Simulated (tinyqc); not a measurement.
RKS/LDA (VWN5) in the sto-3g basis, for H6, spin multiplicity 1, step by step. One step of it, computed by the program tinyqc.

Question. Iteration 1: building the Kohn-Sham matrix. J_ij = sum D_kl (ij|kl); F = H + J + V_xc; E = tr D H + tr D J / 2 + E_xc + E_nn.

D at the start, lower triangle:
```
           1H 1s     2H 1s      3H 1s     4H 1s     5H 1s     6H 1s
1H 1s   0.939223
2H 1s   0.096819  0.919200
3H 1s   0.013574  0.081726   0.922953
4H 1s  -0.003120  0.012257   0.096978  0.922956
5H 1s   0.000234  0.006517   0.012253  0.081709  0.919283
6H 1s  -0.000388  0.000235  -0.003111  0.013570  0.096815  0.939280
```

core Hamiltonian H = T + V (hartree), lower triangle:
```
           1H 1s      2H 1s      3H 1s      4H 1s      5H 1s      6H 1s
1H 1s  -1.675188
2H 1s  -1.363332  -1.837286
3H 1s  -0.100860  -0.345752  -1.979408
4H 1s  -0.022946  -0.103429  -1.504686  -1.979376
5H 1s  -0.000230  -0.001871  -0.103424  -0.345722  -1.836665
6H 1s  -0.000021  -0.000230  -0.022894  -0.100663  -1.361696  -1.674398
```

Two-electron integrals (ij|kl) in chemists' order, unique and non-zero (hartree):
```
(11|11) 0.774606   (21|11) 0.440039   (21|21) 0.292316   (22|11) 0.566990
(22|21) 0.440039   (22|22) 0.774606   (31|11) 0.017724   (31|21) 0.013341
(31|22) 0.023227   (31|31) 0.000922   (32|11) 0.052374   (32|21) 0.042016
(32|22) 0.078690   (32|31) 0.003442   (32|32) 0.013636   (33|11) 0.206312
(33|21) 0.158746   (33|22) 0.289470   (33|31) 0.017724   (33|32) 0.078690
(33|33) 0.774606   (41|11) 0.003033   (41|21) 0.002353   (41|22) 0.004242
(41|31) 0.000185   (41|32) 0.000722   (41|33) 0.004242   (41|41) 0.000039
(42|11) 0.011964   (42|21) 0.009505   (42|22) 0.017724   (42|31) 0.000845
(42|32) 0.003442   (42|33) 0.023227   (42|41) 0.000185   (42|42) 0.000922
(43|11) 0.118276   (43|21) 0.089142   (43|22) 0.158746   (43|31) 0.009505
(43|32) 0.042016   (43|33) 0.440039   (43|41) 0.002353   (43|42) 0.013341
(43|43) 0.292316   (44|11) 0.159774   (44|21) 0.118276   (44|22) 0.206312
(44|31) 0.011964   (44|32) 0.052374   (44|33) 0.566990   (44|41) 0.003033
(44|42) 0.017724   (44|43) 0.440039   (44|44) 0.774606   (51|11) 0.000015
(51|21) 0.000012   (51|22) 0.000021   (51|31) 1.15e-06   (51|32) 4.88e-06
(51|33) 0.000040   (51|41) 2.69e-07   (51|42) 1.42e-06   (51|43) 0.000024
(51|44) 0.000034   (52|11) 0.000118   (52|21) 0.000089   (52|22) 0.000159
(52|31) 0.000009   (52|32) 0.000038   (52|33) 0.000341   (52|41) 2.14e-06
(52|42) 0.000012   (52|43) 0.000225   (52|44) 0.000341   (52|51) 2.09e-08
(52|52) 1.90e-07   (53|11) 0.006130   (53|21) 0.004472   (53|22) 0.007676
(53|31) 0.000426   (53|32) 0.001811   (53|33) 0.017724   (53|41) 0.000104
(53|42) 0.000588   (53|43) 0.013341   (53|44) 0.023227   (53|51) 1.15e-06
(53|52) 0.000012   (53|53) 0.000922   (54|11) 0.020242   (54|21) 0.014594
(54|22) 0.024705   (54|31) 0.001325   (54|32) 0.005539   (54|33) 0.052374
(54|41) 0.000323   (54|42) 0.001811   (54|43) 0.042016   (54|44) 0.078690
(54|51) 3.63e-06   (54|52) 0.000038   (54|53) 0.003442   (54|54) 0.013636
(55|11) 0.103194   (55|21) 0.072958   (55|22) 0.120817   (55|31) 0.006130
(55|32) 0.024705   (55|33) 0.206312   (55|41) 0.001435   (55|42) 0.007676
(55|43) 0.158746   (55|44) 0.289470   (55|51) 0.000015   (55|52) 0.000159
(55|53) 0.017724   (55|54) 0.078690   (55|55) 0.774606   (61|11) 1.08e-06
(61|21) 8.09e-07   (61|22) 1.44e-06   (61|31) 8.15e-08   (61|32) 3.49e-07
(61|33) 3.17e-06   (61|41) 1.96e-08   (61|42) 1.07e-07   (61|43) 2.10e-06
(61|44) 3.17e-06   (61|53) 1.07e-07   (61|54) 3.50e-07   (61|55) 1.44e-06
(62|11) 0.000012   (62|21) 0.000009   (62|22) 0.000015   (62|31) 8.46e-07
(62|32) 3.62e-06   (62|33) 0.000034   (62|41) 2.06e-07   (62|42) 1.15e-06
(62|43) 0.000024   (62|44) 0.000040   (62|52) 2.09e-08   (62|53) 1.41e-06
(62|54) 4.87e-06   (62|55) 0.000021   (63|11) 0.001171   (63|21) 0.000845
(63|22) 0.001432   (63|31) 0.000077   (63|32) 0.000322   (63|33) 0.003025
(63|41) 0.000019   (63|42) 0.000104   (63|43) 0.002347   (63|44) 0.004231
(63|51) 2.06e-07   (63|52) 2.13e-06   (63|53) 0.000185   (63|54) 0.000720
(63|55) 0.004233   (63|61) 1.95e-08   (63|62) 2.67e-07   (63|63) 0.000039
(64|11) 0.005097   (64|21) 0.003646   (64|22) 0.006117   (64|31) 0.000321
(64|32) 0.001322   (64|33) 0.011938   (64|41) 0.000077   (64|42) 0.000425
(64|43) 0.009484   (64|44) 0.017686   (64|51) 8.47e-07   (64|52) 0.000009
(64|53) 0.000843   (64|54) 0.003435   (64|55) 0.023183   (64|61) 8.13e-08
(64|62) 1.15e-06   (64|63) 0.000184   (64|64) 0.000918   (65|11) 0.062951
(65|21) 0.044269   (65|22) 0.072878   (65|31) 0.003649   (65|32) 0.014578
(65|33) 0.118139   (65|41) 0.000846   (65|42) 0.004467   (65|43) 0.089037
(65|44) 0.158554   (65|51) 0.000009   (65|52) 0.000089   (65|53) 0.009493
(65|54) 0.041963   (65|55) 0.439472   (65|61) 8.09e-07   (65|62) 0.000012
(65|63) 0.002345   (65|64) 0.013301   (65|65) 0.291661   (66|11) 0.090042
(66|21) 0.063009   (66|22) 0.103174   (66|31) 0.005107   (66|32) 0.020237
(66|33) 0.159725   (66|41) 0.001173   (66|42) 0.006128   (66|43) 0.118236
(66|44) 0.206232   (66|51) 0.000012   (66|52) 0.000118   (66|53) 0.011958
(66|54) 0.052345   (66|55) 0.566614   (66|61) 1.08e-06   (66|62) 0.000015
(66|63) 0.003025   (66|64) 0.017686   (66|65) 0.439472   (66|66) 0.774606
```

nuclear repulsion = 4.26641651 hartree

V_xc (hartree), lower triangle:
```
           1H 1s      2H 1s      3H 1s      4H 1s      5H 1s      6H 1s
1H 1s  -0.446151
2H 1s  -0.287138  -0.449343
3H 1s  -0.014289  -0.052594  -0.449608
4H 1s  -0.002834  -0.014289  -0.287788  -0.449607
5H 1s  -0.000022  -0.000204  -0.014289  -0.052591  -0.449265
6H 1s  -0.000002  -0.000022  -0.002827  -0.014259  -0.286770  -0.446071
```

E_xc = sum of w rho eps_xc = -2.05071475 hartree

Give: Coulomb J; Kohn-Sham matrix F; total energy of this density.

Answer.

Coulomb J (hartree), lower triangle:
```
        1H 1s   2H 1s   3H 1s   4H 1s   5H 1s   6H 1s
1H 1s  1.8993
2H 1s  1.2922  2.0585
3H 1s  0.0818  0.3067  2.1999
4H 1s  0.0171  0.0844  1.4323  2.1999
5H 1s  0.0001  0.0012  0.0844  0.3067  2.0581
6H 1s  0.0000  0.0001  0.0171  0.0816  1.2906  1.8987
```

Kohn-Sham matrix F (hartree), lower triangle:
```
         1H 1s    2H 1s    3H 1s    4H 1s    5H 1s    6H 1s
1H 1s  -0.2221
2H 1s  -0.3583  -0.2281
3H 1s  -0.0333  -0.0916  -0.2291
4H 1s  -0.0086  -0.0334  -0.3601  -0.2291
5H 1s  -0.0001  -0.0008  -0.0334  -0.0916  -0.2278
6H 1s   0.0000  -0.0001  -0.0086  -0.0333  -0.3579  -0.2217
```

total energy of this density = -2.754786 hartree

This density is the starting one; it is not idempotent, so its energy is not variational and may lie below the converged one.
